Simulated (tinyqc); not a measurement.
Fermi level and growth conditions: formation energy of a charged point defect from supercell energies. Computed by tinyqc, a small Python program. Command: `OMP_NUM_THREADS=1 python tinyqc.py 3005904 3005905 out.jsonl formation walk`. One thread of a shared host (Intel(R) Xeon(R) Processor @ 2.30GHz), about 0.01 s of CPU time with the checks.

The host is a compound AB. Making the defect adds n_A = 1, n_B = -1 atoms to the cell. All total energies are inputs. E_F is counted from the valence-band maximum (VBM); x = 0 is A-rich and x = 1 B-rich growth.

Inputs (values chosen for the exercise, for a model compound AB):
```
quantity,value,unit
gap E_g,2.46,eV
E_VBM of the host cell,3.577,eV
potential alignment dV,-0.028,eV
dielectric constant eps,10.5,-
cell length L,9.7,angstrom
mu_A of the pure element,-3.241,eV
mu_B of the pure element,-6.692,eV
formation enthalpy dH of AB,-0.762,eV
growth condition x,0.26,-
```

Defect: A on a B site. Supercell lattice: bcc.

charge states q: [0, -1, -2]

E(defect, q) - E(host), in the order of q (eV): [6.38, 9.926, 14.846]

Constants: e^2/(4 pi eps_0) = 14.39964548 eV angstrom.

Method:
- dmu_A = x dH and dmu_B = (1 - x) dH, so that dmu_A + dmu_B = dH; mu = mu(element) + dmu.
- The reservoir term is sum n_i mu_i.
- Image-charge correction of a point charge in a neutralising background: E_corr = q^2 alpha e^2/(4 pi eps_0) / (2 eps L), alpha = 2.888462 for a bcc array with L the cube root of the volume.
- E_f(q, E_F) = [E(defect, q) - E(host)] - sum n_i mu_i + q (E_VBM + dV + E_F) + E_corr(q).
- Each entry is the lowest E_f over q.

E_f(q, 0) (eV): (q=0) 2.56324, (q=-1) 2.76443, (q=-2) 4.74799

sum n_i mu_i = 3.81676 eV

Lowest formation energy (eV):
```
E_F (eV),stable q,"A-rich, x = 0",x = 0.5,"B-rich, x = 1"
0.000,0,2.1670,2.9290,3.6910
0.308,-1,2.0602,2.8222,3.5842
0.615,-1,1.7532,2.5152,3.2772
0.922,-1,1.4462,2.2082,2.9702
1.230,-1,1.1382,1.9002,2.6622
1.538,-1,0.8302,1.5922,2.3542
1.845,-1,0.5232,1.2852,2.0472
2.152,-2,0.0477,0.8097,1.5717
2.460,-2,-0.5683,0.1937,0.9557
```

What follows from these numbers?

Going from A-rich to B-rich growth shifts every line by +1.524 eV and moves no transition level. The slope of the envelope is the stable charge, so E_f is highest at E_F = 0 eV of those listed: the defect forms most easily in n-type material. Under A-rich growth E_f turns negative for part of the gap, so in equilibrium E_F cannot enter that part. Caution: the largest image-charge correction in these energies, q^2 alpha e^2/(8 pi eps_0 eps L) with alpha = 2.888462, exceeds a quarter of the gap; the point-charge term alone is then a rough estimate, usually too large for a charge that is spread out.

Extremes, crossings and ranges named in words are read from the listed rows.
